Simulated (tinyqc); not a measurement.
Inside a calculation. Model: permeation of metal atoms or ions through a thin barrier or dielectric: time lag, field-aided drift and lifetime. Computed by tinyqc, a small Python program that keeps every step. Command: `OMP_NUM_THREADS=1 python tinyqc.py 3016042 3016043 out.jsonl barrier walk`. One thread of a shared host (Intel(R) Xeon(R) Processor @ 2.30GHz), about 0.01 s of CPU time with the checks. Intermediate numbers are printed to about 6 digits and carried at full precision; extremes and crossings named in words are read from the listed rows.

The film 0 < x < d is empty at first; C = C0 at x = 0 and C = 0 at x = d. dC/dt = D d2C/dx2 - v dC/dx with drift v = D z e V/(k_B T d) (uniform field, no space charge).

Inputs (values chosen for the exercise, for a model case: singly charged ions through a dielectric):
```
quantity                                   value    unit
thickness d                                   58      nm
prefactor D0                             2.4e-10  cm^2/s
activation energy E                        0.772      eV
concentration at the source side C0        3e+14  1/cm^3
charge number z                                1       -
voltage V (positive drives ions across)    0.079       V
critical dose Q_c                          2e+08  1/cm^2
test temperature T                           300       C
use temperature T_u                           85       C
time in units of d^2/D, s                  0.035       -
```

Constants: k_B = 8.617333262e-05 eV/K.

## Scales

D = D0 exp(-E/(k_B T)); time scale d^2/D; Peclet number P = z V/(k_B T), k_B T in eV; 1 nm = 1e-7 cm. Temperatures in kelvin are T(C) + 273.15.

diffusivity D = 3.90769e-17 cm^2/s

time scale d^2/D = 860866 s

Peclet number P = 1.59951

Caution: a prefactor D0 below 1e-9 cm^2/s is far smaller than atomic jumps suggest; it only fixes the time scale here.

## Steady flux and time lag

Steady flux J = (D C0/d) P/(1 - exp(-P)); time lag in units of d^2/D: s_L = [P (1 + exp(-P))/(1 - exp(-P)) - 2]/P^2 (P = 0: J = D C0/d, s_L = 1/6).

flux relative to D C0/d = 2.00438

steady flux J = 4051.30 1/(cm^2 s)

time lag s_L = 0.159967

time lag = 137710 s

Drift and diffusion both act.

## Dose at time s

Dose through the film Q(s) = C0 d {f (s - s_L) - 2 exp(P/2) sum_(n=1..200) (-1)^n n^2 pi^2 exp(-l_n s)/l_n^2}, l_n = n^2 pi^2 + P^2/4, f = P/(1 - exp(-P)) the relative flux.

Q/(C0 d) = 4.29216e-05

dose Q = 74683.5 1/cm^2

time = 30130.3 s

## Time to the critical dose

Solve Q = Q_c for s. At the use temperature D and P take T_u, with the same C0 and V; 1 year = 3.15576e7 s.

s at the critical dose = 0.190558

failure time at T = 164045 s

failure time at T_u = 52.7581 years

Failure comes within a few time lags. Caution: grain boundaries, pinholes, trapping and space charge are left out; thin real barriers usually fail at defects.

## Approach to the steady line

Short-time form for P = 0: Q/(C0 d) = 4 sqrt(s) ierfc(1/(2 sqrt(s))), ierfc(y) = exp(-y^2)/sqrt(pi) - y erfc(y).

Q/(C0 d):
```
s          series  steady line f (s - s_L)  series without field  short-time form, no field
0.03  1.06040e-05                 -0.26050           4.84192e-06                4.84192e-06
0.05  5.85100e-04                 -0.22042           2.69342e-04                2.69342e-04
0.08  6.89656e-03                 -0.16028           3.20662e-03                3.20662e-03
0.12  3.16813e-02                 -0.08011           1.48873e-02                1.48873e-02
0.20  1.28813e-01                  0.08024           6.14638e-02                6.14632e-02
0.30  2.97673e-01                  0.28068           1.43824e-01                1.43786e-01
0.50  6.83634e-01                  0.68156           3.34791e-01                3.33262e-01
0.80  1.28296e+00                  1.28287           6.33409e-01                6.18380e-01
1.20  2.08463e+00                  2.08463           1.03333e+00                9.70022e-01
```

The dose lies above the steady line at all times and, among these rows, is within 1 % of it from s = 0.5 on (the lag is s_L = 0.160); for a known P the intercept of that line gives D and its slope D C0. The field changes the dose by a factor 2.19 in the first row and 2.02 in the last; at short times the factor tends to exp(P/2) = 2.22.

Checks made by the program: series against a 300-cell finite-difference solution (relative difference 1e-04).
